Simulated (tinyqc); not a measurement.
Ballistic Schottky-barrier transistor with a two-dimensional channel, WKB contacts: one step of the calculation.

Source Fermi level 0, drain Fermi level -Vd. Far from the contacts Ec = pn - psi, and the gate moves psi one to one; the band edges relax as exp(-x/lam) from pn at the source and pn - Vd at the drain; Ev = Ec - Eg. A carrier of energy w inside the channel band meets at a contact a barrier of height D (the contact edge beyond the channel edge): T = 1 for w >= D, else exp(-S), S = 4 lam sqrt(m/C) [sqrt(D - w) - sqrt(w) arctan sqrt((D - w)/w)], C = hbar^2/(2 m0). The two contacts combine as Ts Td/(Ts + Td - Ts Td).

Task. Current of the electrons on a coarse grid. I/W = g (2 q^2/h) int T(w) [N(Es + w) - N(Ed + w)] dw with w the energy of motion along the channel, N(y) = (1/2 pi) sqrt(pi m kB T/C) Fm(-y/kB T), Fm(x) = (1/sqrt(pi)) int_0^infinity u^(-1/2)/(1 + exp(u - x)) du. Electrons: Ds = psi, Dd = psi - Vd, Es = Ec, Ed = Ec + Vd. Holes: Ds = -psi, Dd = Vd - psi, Es = -Ev, Ed = -Ev - Vd. The size of each current is taken; both flow from drain to source and add. Simpson's rule on nE equally spaced w from 0 to wm.

Inputs (values chosen for the exercise); channel values close to those of a tungsten diselenide layer:

| symbol | value | unit | meaning |
|---|---|---|---|
| T | 350 | K | temperature |
| pn | 0.65 | eV | barrier for electrons at both contacts |
| mn | 0.36 | m0 | electron mass |
| g | 2 |  | valleys or subbands |
| lam | 1.2 | nm | screening length at the contacts |
| Vd | 0.05 | V | drain bias |
| ps | 0.77 | V | band shift psi of the channel by the gate |
| wm | 0.98 | eV | upper end of the grid |
| nE | 15 |  | points of the grid |

Constants: q = 1.602176634e-19 C, kB = 1.380649e-23 J/K, hbar = 1.054571817e-34 J s, h = 6.62607015e-34 J s, m0 = 9.1093837015e-31 kg, Vt = kB T/q, hbar^2/(2 m0) = 0.0380998212 eV nm^2. Results are converted to the units shown.

Give: w; Ts; Td; T; size of the supply difference; current.

Result.

```
point  w (eV)        Ts        Td         T  size of the supply difference (1/um)
0      0.0000  2.383e-6  3.654e-6  1.442e-6                                 87.90
1      0.0700  6.062e-4  9.105e-4  3.640e-4                                 107.4
2      0.1400  0.004206  0.006182  0.002509                                 43.74
3      0.2100   0.01599   0.02297  0.009517                                 5.915
4      0.2800   0.04424   0.06201   0.02651                                0.6029
5      0.3500   0.09935    0.1356   0.06083                               0.05942
6      0.4200    0.1913    0.2536    0.1224                              0.005837
7      0.4900    0.3256    0.4180    0.2240                              5.731e-4
8      0.5600    0.4993    0.6176    0.3814                              5.627e-5
9      0.6300    0.6964    0.8233    0.6059                              5.525e-6
10     0.7000    0.8844    0.9807    0.8692                              5.424e-7
11     0.7700     1.000     1.000     1.000                              5.326e-8
12     0.8400     1.000     1.000     1.000                              5.229e-9
13     0.9100     1.000     1.000     1.000                             5.134e-10
14     0.9800     1.000     1.000     1.000                             5.041e-11
```

current = 2.349 uA/um

Range of the model: No scattering, image-force lowering, channel charge or band-to-band tunnelling; parabolic kappa overstates S deep in the gap.

Program tinyqc, `OMP_NUM_THREADS=1 python tinyqc.py 2390054 2390055 out.jsonl`; Intel Xeon 2.30GHz, shared host, one thread, about 0.4 s.
